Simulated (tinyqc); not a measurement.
When U turns negative: defect-molecule model of a vacancy with Jahn-Teller distortion.

Four dangling hybrids a, b, c, d point into the vacancy: H_ii = E0, and -gm between any two. A tetragonal distortion Q pairs a with b and c with d: those two couplings become -gm - I Q and the other four -gm + I Q/2, at an elastic cost k Q^2/2. The a1 level holds two electrons; charge states 2+, + and 0 put n = 0, 1, 2 more into the lowest level of t2 origin. Energy from the 2+ state at Q = 0, with the Fermi level mu counted from Ev: W_n(Q) = n (et - 2 I Q) + k Q^2/2 + Uc n (n - 1)/2 - n mu. et = E0 + gm is the undistorted t2 level.

Parameters, chosen for this exercise (of the size used for the vacancy in silicon; not measured data):

| symbol | value | unit | meaning |
|---|---|---|---|
| E0 | -0.03 | eV | level of a dangling hybrid, from Ev |
| gm | 0.3 | eV | coupling between two dangling hybrids |
| I | 1.03 | eV/angstrom | Jahn-Teller coupling |
| Uc | 0.31 | eV | repulsion of two electrons in one orbital |

The force constant is varied. E_JT = 2 I^2/k, E(2+/+) = et - E_JT, E(+/0) = et - 3 E_JT + Uc, U_eff = Uc - 2 E_JT.

Against k:

| k (eV/angstrom^2) | E_JT (eV) | (2+/+) (eV) | (+/0) (eV) | U_eff (eV) | Q of the neutral state (angstrom) |
|---|---|---|---|---|---|
| 8 | 0.2652 | 0.0048 | -0.2157 | -0.2205 | 0.5150 |
| 12 | 0.1768 | 0.0932 | 0.0495 | -0.0436 | 0.3433 |
| 16 | 0.1326 | 0.1374 | 0.1822 | 0.0448 | 0.2575 |
| 24 | 0.0884 | 0.1816 | 0.3148 | 0.1332 | 0.1717 |
| 32 | 0.0663 | 0.2037 | 0.3811 | 0.1774 | 0.1288 |
| 48 | 0.0442 | 0.2258 | 0.4474 | 0.2216 | 0.0858 |
| 64 | 0.0332 | 0.2368 | 0.4805 | 0.2437 | 0.0644 |
| 96 | 0.0221 | 0.2479 | 0.5137 | 0.2658 | 0.0429 |

k at which U_eff = 0 = 13.69 eV/angstrom^2

What does the comparison show, and why?

Levels below 0 lie in the valence band. U_eff is negative for k below 4 I^2/Uc = 13.7: 2 of the 8 rows. The gain grows as n^2, so the second electron wins 3 E_JT where the first wins E_JT. For a stiff lattice the levels tend to et = 0.270 and et + Uc = 0.580 eV. Distortions above about 0.5 angstrom (1 of the rows) are beyond a linear coupling.

(tinyqc, `OMP_NUM_THREADS=1 python tinyqc.py 1482157 1482158 out.jsonl`, Intel(R) Xeon(R) Processor @ 2.30GHz, 1 thread, shared host, about 0.01 s.)
